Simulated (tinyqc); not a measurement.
Plasmons of a degenerate electron gas in the random-phase approximation: one step. The plasmon at one wave vector. Two cases, with inputs chosen for the exercise.

Problem. Solve f1 (qTF/q)^2 = -1 above the continuum, and compare with E^2 = Ep^2 + (3/5)(hbar vF q)^2 + (c q^2/m)^2.

Zero temperature, parabolic band: kF = (3 pi^2 n)^(1/3), EF = c kF^2/m, Ep^2 = 8 pi c e2 n/(m eb), qTF^2 = 6 pi e2 n/(eb EF), c = hbar^2/2m0, e2 = e^2/(4 pi eps0), n in 1/angstrom^3 (1e-24 per 1/cm^3).

Lindhard function: eps(q, E)/eb = 1 + (qTF/q)^2 (f1 + i f2) with z = q/(2 kF), u = E/(hbar vF q), hbar vF = 2 c kF/m; f1 = 1/2 + [h(z - u) + h(z + u)]/(8 z), h(x) = (1 - x^2) ln|(x + 1)/(x - 1)|; f2 = pi u/2 for z + u < 1, (pi/(8 z))(1 - (z - u)^2) for |z - u| < 1 < z + u, else 0. Pairs exist for c (q^2 - 2 q kF)/m < E < c (q^2 + 2 q kF)/m.

Constants: hbar^2/2m0 = 3.80998211 eV angstrom^2; e^2/(4 pi eps0) = 14.39964547 eV angstrom.

Case 1.

Values chosen (a free-electron density near that of Li; not measured data): n = 4.8e+22 1/cm^3 (electron density); m = 1 m0 (mass); eb = 1 (background dielectric constant); qp = 0.303 1/angstrom (wave vector of the plasmon).

Case 2.

Values chosen (a free-electron density near that of Al; not measured data): n = 1.85e+23 1/cm^3 (electron density); m = 1 m0 (mass); eb = 1 (background dielectric constant); qp = 0.396 1/angstrom (wave vector of the plasmon).

Give: top of the continuum; plasmon energy; short formula.

Solution.

Case 1.

top of the continuum = 2.946 eV
plasmon energy = 8.391 eV
short formula = 8.387 eV

The plasmon lies 5.445 eV above the continuum and 3.1 % above Ep; the short formula errs by -0.04 %.

Case 2.

top of the continuum = 5.917 eV
plasmon energy = 16.51 eV
short formula = 16.51 eV

The plasmon lies 10.6 eV above the continuum and 3.4 % above Ep; the short formula errs by -0.05 %.

Computed by tinyqc, one run a case: `OMP_NUM_THREADS=1 python tinyqc.py N N+1 out.jsonl` with N = 1651821, 1651878; one thread of a shared Intel(R) Xeon(R) Processor @ 2.30GHz, about 0.01 s a run at most.
